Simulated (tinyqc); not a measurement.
Inside a calculation. Method: CCD on RHF in the cc-pvdz basis, for He, spin multiplicity 1. Computed by tinyqc, a small Python program that keeps every step (integrals from PySCF). Settings: charge = 0, multiplicity = 1, basis = cc-pvdz, method = RHF, energy threshold = 1e-10, iteration cap = 60, orthogonalisation = symmetric, start = core, DIIS depth = 6, amplitude equations = CCD, DIIS depth for amplitudes = 4, cap on updates = 57. Command: `OMP_NUM_THREADS=1 python tinyqc.py 22111 22112 out.jsonl` (the two numbers bound the seeds that draw the settings). One thread of a shared host (Intel(R) Xeon(R) Processor @ 2.60GHz), about 0.06 s of CPU time with the checks. The early iterations of the SCF are left out here.

## One-electron integrals

Geometry (angstrom):
```
atom        x        y        z
He    0.00000  0.00000  0.00000
```

Basis cc-pvdz: exponents (1/bohr^2) and contraction coefficients of normalised primitives:
```
element  l (shell)  exponent  coefficient
He           s (1)  38.36000      0.04018
He           s (1)   5.77000      0.26137
He           s (1)   1.24000      0.79307
He           s (2)   0.29760      1.00000
He           p (3)   1.27500      1.00000
```

Overlap, kinetic and nuclear-attraction integrals over the contracted functions; the nuclear repulsion is the sum of Za Zb / Rab.

nuclear repulsion = 0 hartree

overlap S, order 1He 1s, 1He 2s, 1He 2px, 1He 2py, 1He 2pz:
```
[[1.00000, 0.63417, 0.00000, 0.00000, 0.00000],
 [0.63417, 1.00000, 0.00000, 0.00000, 0.00000],
 [0.00000, 0.00000, 1.00000, 0.00000, 0.00000],
 [0.00000, 0.00000, 0.00000, 1.00000, 0.00000],
 [0.00000, 0.00000, 0.00000, 0.00000, 1.00000]]
```

kinetic energy T (hartree), order 1He 1s, 1He 2s, 1He 2px, 1He 2py, 1He 2pz:
```
[[2.92243, 0.46666, 0.00000, 0.00000, 0.00000],
 [0.46666, 0.44640, 0.00000, 0.00000, 0.00000],
 [0.00000, 0.00000, 3.18750, 0.00000, 0.00000],
 [0.00000, 0.00000, 0.00000, 3.18750, 0.00000],
 [0.00000, 0.00000, 0.00000, 0.00000, 3.18750]]
```

nuclear attraction V (hartree), order 1He 1s, 1He 2s, 1He 2px, 1He 2py, 1He 2pz:
```
[[-4.80269, -2.01245, 0.00000, 0.00000, 0.00000],
 [-2.01245, -1.74107, 0.00000, 0.00000, 0.00000],
 [0.00000, 0.00000, -2.40250, 0.00000, 0.00000],
 [0.00000, 0.00000, 0.00000, -2.40250, 0.00000],
 [0.00000, 0.00000, 0.00000, 0.00000, -2.40250]]
```

core Hamiltonian H = T + V (hartree), order 1He 1s, 1He 2s, 1He 2px, 1He 2py, 1He 2pz:
```
[[-1.88025, -1.54579, 0.00000, 0.00000, 0.00000],
 [-1.54579, -1.29467, 0.00000, 0.00000, 0.00000],
 [0.00000, 0.00000, 0.78500, 0.00000, 0.00000],
 [0.00000, 0.00000, 0.00000, 0.78500, 0.00000],
 [0.00000, 0.00000, 0.00000, 0.00000, 0.78500]]
```

## Two-electron integrals

Functions are numbered as in S; the eight-fold symmetry (ij|kl) = (ji|kl) = (kl|ij) leaves the list below.

Two-electron integrals (ij|kl) in chemists' order, unique and non-zero (hartree):
```
(11|11) 1.54304   (21|11) 0.78498   (21|21) 0.42677   (22|11) 0.80346
(22|21) 0.47591   (22|22) 0.61556   (31|31) 0.17731   (32|31) 0.14252
(32|32) 0.13001   (33|11) 1.09980   (33|21) 0.62778   (33|22) 0.73440
(33|33) 1.04053   (41|41) 0.17731   (42|41) 0.14252   (42|42) 0.13001
(43|43) 0.06371   (44|11) 1.09980   (44|21) 0.62778   (44|22) 0.73440
(44|33) 0.91312   (44|44) 1.04053   (51|51) 0.17731   (52|51) 0.14252
(52|52) 0.13001   (53|53) 0.06371   (54|54) 0.06371   (55|11) 1.09980
(55|21) 0.62778   (55|22) 0.73440   (55|33) 0.91312   (55|44) 0.91312
(55|55) 1.04053
```

## Orthogonalisation

S = U s U^T; symmetric (Loewdin) form X = U s^(-1/2) U^T, so that X^T S X = 1.

eigenvalues of S: [0.36583, 1.00000, 1.00000, 1.00000, 1.63417]

X, order 1He 1s, 1He 2s, 1He 2px, 1He 2py, 1He 2pz:
```
[[1.21779, -0.43553, 0.00000, 0.00000, 0.00000],
 [-0.43553, 1.21779, 0.00000, 0.00000, 0.00000],
 [0.00000, 0.00000, 1.00000, 0.00000, 0.00000],
 [0.00000, 0.00000, 0.00000, 1.00000, 0.00000],
 [0.00000, 0.00000, 0.00000, 0.00000, 1.00000]]
```

## Iteration 9 (converged): orbitals

converged F (hartree), order 1He 1s, 1He 2s, 1He 2px, 1He 2py, 1He 2pz:
```
[[-0.55043, -0.99987, 0.00000, 0.00000, 0.00000],
 [-0.99987, -0.42882, 0.00000, 0.00000, 0.00000],
 [0.00000, 0.00000, 2.52437, 0.00000, 0.00000],
 [0.00000, 0.00000, 0.00000, 2.52437, 0.00000],
 [0.00000, 0.00000, 0.00000, 0.00000, 2.52437]]
```

Diagonalise F' = X^T F X, C = X C', fill 1 alpha and 1 beta electrons from the bottom; D = 2 C_occ C_occ^T. Each column has its largest component positive (the first on a tie).

F' = X^T F X (hartree):
```
[[0.16301, -1.15312, 0.00000, 0.00000, 0.00000],
 [-1.15312, 0.32029, 0.00000, 0.00000, 0.00000],
 [0.00000, 0.00000, 2.52437, 0.00000, 0.00000],
 [0.00000, 0.00000, 0.00000, 2.52437, 0.00000],
 [0.00000, 0.00000, 0.00000, 0.00000, 2.52437]]
```

orbital energies (hartree): [-0.91415, 1.39744, 2.52437, 2.52437, 2.52437]

coefficients C, order 1He 1s, 1He 2s, 1He 2px, 1He 2py, 1He 2pz:
```
[[0.59262, -1.14957, 0.00000, 0.00000, 0.00000],
 [0.51303, 1.18723, 0.00000, 0.00000, 0.00000],
 [0.00000, 0.00000, 1.00000, 0.00000, 0.00000],
 [0.00000, 0.00000, 0.00000, 1.00000, 0.00000],
 [0.00000, 0.00000, 0.00000, 0.00000, 1.00000]]
```

D after iteration 9, order 1He 1s, 1He 2s, 1He 2px, 1He 2py, 1He 2pz:
```
[[0.70239, 0.60806, 0.00000, 0.00000, 0.00000],
 [0.60806, 0.52639, 0.00000, 0.00000, 0.00000],
 [0.00000, 0.00000, 0.00000, 0.00000, 0.00000],
 [0.00000, 0.00000, 0.00000, 0.00000, 0.00000],
 [0.00000, 0.00000, 0.00000, 0.00000, 0.00000]]
```

Within a degenerate level the vectors are fixed only up to a rotation; this is one choice.

## Convergence

Stop when the energy changes by less than 1e-10 hartree and every element of the error matrix X^T (F D S - S D F) X is below 3e-06.

Course of the cycle:
```
iteration  E (hartree)     change  largest element of the error matrix
1           -2.7418968          -                             6.75e-01
2           -2.8544099  -1.13e-01                             5.66e-02
3           -2.8551604  -7.51e-04                             3.67e-04
4           -2.8551605  -2.52e-08                             1.66e-04
5           -2.8551605  -3.75e-09                             1.07e-04
6           -2.8551605  -1.22e-09                             7.88e-05
7           -2.8551605  -5.43e-10                             6.24e-05
8           -2.8551605  -9.12e-10                             6.95e-08
9           -2.8551605  -4.44e-16                             1.56e-10
```

PySCF RHF in the same basis = -2.8551605 hartree

Converged in 9 iterations.

## Integrals over molecular orbitals

(pq|rs) = sum C_ip C_jq C_kr C_ls (ij|kl), one index at a time.

one-electron integrals over orbitals h = C^T H C (hartree):
```
[[-1.94101, 0.31645, 0.00000, 0.00000, 0.00000],
 [0.31645, -0.09024, 0.00000, 0.00000, 0.00000],
 [0.00000, 0.00000, 0.78500, 0.00000, 0.00000],
 [0.00000, 0.00000, 0.00000, 0.78500, 0.00000],
 [0.00000, 0.00000, 0.00000, 0.00000, 0.78500]]
```

Two-electron integrals over orbitals (pq|rs), unique and non-zero (hartree):
```
(11|11) 1.02686    (21|11) -0.31645   (21|21) 0.22751    (22|11) 0.85759
(22|21) -0.25520   (22|22) 0.76549    (31|31) 0.18315    (32|31) -0.02539
(32|32) 0.02853    (33|11) 0.96126    (33|21) -0.23048   (33|22) 0.77495
(33|33) 1.04053    (41|41) 0.18315    (42|41) -0.02539   (42|42) 0.02853
(43|43) 0.06371    (44|11) 0.96126    (44|21) -0.23048   (44|22) 0.77495
(44|33) 0.91312    (44|44) 1.04053    (51|51) 0.18315    (52|51) -0.02539
(52|52) 0.02853    (53|53) 0.06371    (54|54) 0.06371    (55|11) 0.96126
(55|21) -0.23048   (55|22) 0.77495    (55|33) 0.91312    (55|44) 0.91312
(55|55) 1.04053
```

## CCD: starting amplitudes

t_ij^ab = <ij||ab> / (e_i + e_j - e_a - e_b), whose energy is MP2.

Starting amplitudes (spin orbitals 1a, 1b, ...; amplitudes related by a flip of all spins are not repeated):
```
from      to         t
1a 1b  2a 2b  -0.04921
1a 1b  3a 3b  -0.02663
1a 1b  4a 4b  -0.02663
1a 1b  5a 5b  -0.02663
```

correlation energy = -0.0258283 hartree

## CCD: amplitude update 1

t_ij^ab D_ij^ab are set to the remaining terms of the spin-orbital equations, evaluated with the old amplitudes; for the doubles these are <ij||ab> + 1/2 <ab||ef> t_ij^ef + 1/2 <mn||ij> t_mn^ab + P(ij)P(ab) <mb||ej> t_im^ae + terms in t^2, D the orbital-energy denominators.

Amplitudes after update 1 (spin orbitals 1a, 1b, ...; amplitudes related by a flip of all spins are not repeated):
```
from      to         t
1a 1b  2a 2b  -0.06103
1a 1b  3a 3b  -0.03130
1a 1b  4a 4b  -0.03130
1a 1b  5a 5b  -0.03130
```

correlation energy = -0.0310832 hartree

## CCD: convergence

E_corr = 1/4 sum <ij||ab> t_ij^ab; stop when the norm of the change is below 1e-8.

Course of the amplitude iterations:
```
update  correlation energy (hartree)  norm of the change
0                         -0.0258283                   -
1                         -0.0310832            2.86e-02
2                         -0.0321502            6.23e-03
3                         -0.0324350            1.41e-03
4                         -0.0324320            5.05e-05
5                         -0.0324320            1.24e-07
6                         -0.0324320            4.60e-08
7                         -0.0324320            6.60e-12
```

Converged amplitudes (spin orbitals 1a, 1b, ...; amplitudes related by a flip of all spins are not repeated):
```
from      to         t
1a 1b  2a 2b  -0.06472
1a 1b  3a 3b  -0.03223
1a 1b  4a 4b  -0.03223
1a 1b  5a 5b  -0.03223
```

CCD total energy = -2.8875925 hartree

Converged in 7 updates, with DIIS from the third.
